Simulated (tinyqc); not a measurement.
Velocity against field: two-valley model of the transferred-electron effect. Computed by tinyqc, a small Python program. Command: `OMP_NUM_THREADS=1 python tinyqc.py 3025380 3025381 out.jsonl gunn walk`. One thread of a shared host (Intel(R) Xeon(R) Processor @ 2.30GHz), about 0.01 s of CPU time with the checks.

Both kinds of valley share one electron temperature T_e, and each has a constant mobility.

Inputs (values chosen for the exercise, modelled on GaAs):

| quantity | value | unit |
|---|---|---|
| central-valley mass m1 | 0.067 | m_0 |
| satellite-valley mass m2 | 0.23 | m_0 |
| satellite valleys Z | 4 | - |
| valley separation dE | 0.3 | eV |
| central-valley mobility mu1 | 7600 | cm^2/(V s) |
| satellite-valley mobility mu2 | 170 | cm^2/(V s) |
| energy relaxation time tau_E | 1 | ps |
| lattice temperature T | 350 | K |
| electric field F | 7.5 | kV/cm |

Solver: damped fixed point.

Constants: k_B = 8.617333262e-05 eV/K.

Method. Density-of-states ratio R = Z (m2/m1)^(3/2); n2/n1 = R exp(-dE/(k_B T_e)); mean mobility mu = (mu1 + mu2 n2/n1)/(1 + n2/n1); energy balance e mu F^2 = (3/2) k_B (T_e - T)/tau_E; v = mu F.

low-field mobility = 7590.96 cm^2/(V s)

R = 25.4413

The curve:

| F (kV/cm) | T_e (K) | share in the satellites (%) | v (1e7 cm/s) | low-field line (1e7 cm/s) |
|---|---|---|---|---|
| 0.75 | 383 | 2.8608e-01 | 0.5684 | 0.569 |
| 1.90 | 553 | 4.4808e+00 | 1.3807 | 1.442 |
| 3.80 | 906 | 3.5297e+01 | 1.8914 | 2.885 |
| 5.20 | 1117 | 5.2964e+01 | 1.9057 | 3.947 |
| 7.50 | 1428 | 6.8955e+01 | 1.8575 | 5.693 |
| 10.00 | 1757 | 7.7813e+01 | 1.8185 | 7.591 |
| 15.00 | 2453 | 8.6025e+01 | 1.8125 | 11.386 |
| 22.00 | 3596 | 9.0621e+01 | 1.9071 | 16.700 |
| 38.00 | 7218 | 9.4014e+01 | 2.3361 | 28.846 |
| 75.00 | 21982 | 9.5598e+01 | 3.7282 | 56.932 |

v falls between 5.2 and 15 kV/cm, while the share in the slow valleys goes from 53 to 86 %: transfer outruns the rise of the field. With constant mobilities n2/n1 tends to R and v ends on the line (mu1 + R mu2) F/(1 + R), a mobility of 451; real satellites saturate instead. Rows with T_e above 3000 K lie outside the range of a Maxwellian in parabolic valleys.

Extremes, crossings and ranges named in words are read from the listed rows.
